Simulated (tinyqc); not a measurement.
# Input admittance of a MOSFET at zero drain bias: distributed channel and distributed gate, step by step

Numbers from tinyqc (`OMP_NUM_THREADS=1 python tinyqc.py 2262216 2262217 out.jsonl`; about 0.01 s on one thread of a shared Intel Xeon 2.30GHz). Printed values are rounded.

Source and drain grounded, strong inversion, w = 2 pi f, Cox = eps0 eox/tox. The channel is an RC line of resistance 1/(mu Cox Vo) per square fed from both ends, so one finger has the intrinsic admittance y = i w Cox L tanh(g)/g per width, g = (1/2) sqrt(i w tau), tau = L^2/(mu Vo). The vertical resistance rv/L is in series with y, the overlaps 2 i w Cov in parallel: y_t = 1/(1/y + rv/L) + 2 i w Cov. The gate strip is a line of Rsh/L per length loaded by y_t, so a finger has Y = y_t Wf tanh(k)/k, k = (Wf/sd) sqrt(y_t Rsh/L); the device has Nf Y.

Parameters, values chosen for the exercise; values of the order met in silicon radio-frequency transistors:
- eox = 3.9 (relative permittivity of the gate insulator (close to silicon dioxide))
- tox = 1.5 nm (insulator thickness)
- L = 0.19 um (channel length)
- Wf = 0.91 um (finger width)
- Nf = 32 (number of fingers)
- mu = 130 cm^2/(V s) (channel mobility)
- Vo = 0.76 V (gate overdrive)
- Rsh = 19 ohm/square (sheet resistance of the gate)
- rv = 0 ohm um^2 (vertical resistivity of the gate stack)
- sd = 1 (number of ends at which a finger is contacted)
- Cov = 0.35 fF/um (overlap and fringe capacitance on each side)
- f = 23 GHz (frequency)

Constants: eps0 = 8.8541878128e-14 F/cm where lengths are in cm. Results are converted to the units shown.

## Low-frequency resistances and capacitance

Low-frequency limits, with c = Cox L and ct = c + 2 Cov: R_strip = Rsh Wf/(3 sd^2 L Nf), R_ch = (c/ct)^2 L/(12 mu Cox Vo Wf Nf), R_vert = (c/ct)^2 rv/(L Wf Nf), C = ct Wf Nf.

parts (ohm): strip 0.947917, channel 1.77647, vertical 0
sum = 2.72439 ohm
C = 147.754 fF
1/(2 pi R C) = 395.378 GHz

The channel term is the largest, 65.2 % of the sum.

## Admittance of the channel and stack per width

tau, g, c = Cox L, y and y_t as defined.

tau = 3.65385 ps
g = 0.256912+0.256912i
c = 4.37397 fF/um
y = 27.736+630.632i uS/um
y_t = 27.736+731.791i uS/um

w tau = 0.528, and Im y is 0.998 of w c.

## Input impedance of the device

k and Y as defined; Z = 1/(Nf Y) = R + 1/(i w C); Q = |Im Z|/R; signal at the point farthest from a contact |1/cosh k|.

k = 0.177398+0.170802i
Nf Y = 1.2361+21.2668i mS
R = 2.72377 ohm
C = 147.659 fF
Q = 17.2053
signal at the far point = 0.998548

R is 0.023 % below its low-frequency limit and C is 0.065 % below its own.
